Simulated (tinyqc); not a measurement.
Thermal and gravitational stress in a wafer during furnace and rapid thermal processing, and the onset of slip. Which input was changed? Computed by tinyqc, a small Python program. Command: `OMP_NUM_THREADS=1 python tinyqc.py 3015446 3015447 out.jsonl slip which`. One thread of a shared host (Intel(R) Xeon(R) Processor @ 2.30GHz), about 0.05 s of CPU time with the checks.

A thin free disc in plane stress, isotropic; T(r) = T_centre + dT (r/R)^n. Stress is positive in tension; sigma_SB = 5.670374419e-8 W/(m^2 K^4), g = 9.80665 m/s^2.

Inputs (values chosen for the exercise, modelled on silicon):
```
quantity                             value        unit
wafer radius R                         150          mm
thickness t                            775  micrometre
Young's modulus E                      144         GPa
expansion alpha                       4.33      1e-6/K
edge less centre temperature dT        -32           K
exponent n of the profile                6           -
temperature T                         1100           K
prefactor A of the critical stress  0.0003         MPa
energy U of the critical stress       1.04          eV
density rho                           2330      kg/m^3
heat capacity c                        937    J/(kg K)
conductivity k                        24.9     W/(m K)
wafer spacing s                         14          mm
ramp rate                               28       K/min
```

Temperature profile: edge zone, power law.

Constants: k_B = 8.617333262e-05 eV/K.

Method:
- With x = r/R: s_rr = alpha E dT (1 - x^n)/(n + 2), s_tt = alpha E dT [1 - (n + 1) x^n]/(n + 2).
- Critical resolved stress tau_c = A exp(U/(k_B T)), a form chosen for the exercise; slip when 0.492799 |s_tt(R)| > tau_c; allowed |dT| = tau_c (n + 2)/(0.492799 n alpha E).
- In a stack heated from the rim, heat flows inward by conduction and by radiation between wafers: k_eff = k + (16/3) sigma_SB T^3 s^2/t (a diffusion estimate with the spacing as path length). A steady ramp gives the parabolic lag dT = rho c (ramp) R^2/(4 k_eff); the allowed ramp uses n = 2.

Task: One of these inputs alone was changed, within the range given: expansion alpha (2.165 to 8.66); temperature T (950 to 1640); conductivity k (12.45 to 49.8); ramp rate (14 to 56). Which one, and to what value?

Results:
```
run     allowed ramp rate (K/min)  resolved over critical stress  allowed |dT| (K)
before                   70.34251                      0.4224052          75.75664
after                    66.40063                      0.4224052          75.75664
```

Result:

Each candidate set to reproduce allowed ramp rate, and what it then gives:
```
candidate                 range searched  value needed  resolved over critical stress  allowed |dT| (K)
expansion alpha (1e-6/K)   2.165 to 8.66         4.587                        0.44748            71.511
temperature T (K)            950 to 1640          1107                        0.45486            70.352
conductivity k (W/(m K))   12.45 to 49.8         17.80                        0.42241            75.757
ramp rate (K/min)               14 to 56     no effect                              -                 -
```

Only conductivity k fits every result: it went from 24.9 to 17.8 W/(m K). The next best candidate, expansion alpha, misses one result by 5.9 %.
